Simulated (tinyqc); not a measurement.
Concentration-dependent dopant diffusion with charged defects and the built-in field. Changing the surface concentration C_s. Computed by tinyqc, a small Python program. Command: `OMP_NUM_THREADS=1 python tinyqc.py 3000024 3000025 out.jsonl extrinsic sweep`. One thread of a shared host (Intel(R) Xeon(R) Processor @ 2.30GHz), about 0.9 s of CPU time with the checks.

A constant source C_s feeds a half space. The dopant moves through neutral point defects and through charged ones, whose number grows with the majority carrier density n.

Inputs (values chosen for the exercise, modelled on boron in silicon): neutral prefactor D0x = 0.0542 cm^2/s; neutral activation energy E0 = 3.5 eV; singly charged prefactor D01 = 0.919 cm^2/s; activation energy E1 = 3.51 eV; junction level C_B = 6.4e+16 1/cm^3; temperature T = 850 C; time t = 380 s.

Field enhancement: off.

Constants: k_B = 8.617333262e-05 eV/K.

Method:
- n_i = 3.87e16 T^1.5 exp(-7014/T) per cm^3 (T in kelvin, an empirical form); each D = prefactor x exp(-E/(k_B T)); the intrinsic diffusivity D_i is their sum.
- Temperatures in kelvin are T(C) + 273.15.
- n = C/2 + sqrt(C^2/4 + n_i^2); D(C) = h [Dx + D1 (n/n_i)], h = 1.
- With y = x/sqrt(D_s t), u = C/C_s and q = -(D/D_s) du/dy: du/dy = -q D_s/D, dq/dy = -(y/2) q D_s/D, u(0) = 1. The surface flux q(0) is shot so that u tends to 0 (LSODA, an adaptive multistep solver, relative tolerance 1e-10). Dose Q = 2 q(0) C_s sqrt(D_s t).
- The junction lies where C = C_B.

One run for each value; columns: (1) surface concentration C_s (1/cm^3); (2) enhancement D_s/D_i; (3) junction depth x_j (nm); (4) dose Q (1/cm^2); (5) junction in units of sqrt(D_s t):
```
(1)          (2)     (3)         (4)     (5)
5.00e+17    1.09   5.646  1.4902e+11  2.1057
1.50e+18    1.28   7.679  4.7161e+11  2.6373
4.60e+18    2.04   9.837  1.6963e+12  2.6807
1.40e+19    4.89  12.923  7.3681e+12  2.2713
4.30e+19   14.40  18.603  3.7566e+13  1.9057
1.30e+20   43.25  29.219  1.9548e+14  1.7273
4.00e+20  132.91  49.077  1.0530e+15  1.6550
```

Over the rows, enhancement D_s/D_i rises from 1.09 to 133 (exponent d ln y / d ln x 0.15 between the first rows and 1.00 between the last); junction depth x_j (nm) rises from 5.65 to 49.1 (exponent d ln y / d ln x 0.28 between the first rows and 0.46 between the last); dose Q (1/cm^2) rises from 1.49e11 to 1.05e15 (exponent d ln y / d ln x 1.0 between the first rows and 1.5 between the last). At the high end the exponent of enhancement D_s/D_i is 1.00, close to 1: singly charged defects follow n. At the high end the exponent of junction depth x_j is 0.46, close to 0.50: x_j follows sqrt(D_s), with D_s proportional to C_s. At the low end the exponent of dose Q is 1.05, close to 1: the intrinsic, linear regime. At the high end the exponent of dose Q is 1.50, close to 1.5: D proportional to C: Q scales as C_s sqrt(C_s). In units of sqrt(D_s t), D_s = D(C_s), the junction is deepest, 2.68, at C_s = 4.6e18 among these rows and ends at 1.66: a larger C_s/C_B pushes it out along the tail, while the tail diffuses with D_i, ever further below D_s.

Caution (rows 4.60e18, 1.40e19, 4.30e19, 1.30e20, 4.00e20): the built-in field is switched off although C_s exceeds n_i; with it D_s would be larger by the factor 1 + C_s/sqrt(C_s^2 + 4 n_i^2). Caution (rows 4.30e19, 1.30e20, 4.00e20): at such concentrations dopants can cluster or exceed their solubility; the active fraction and the diffusivity then fall below the model.
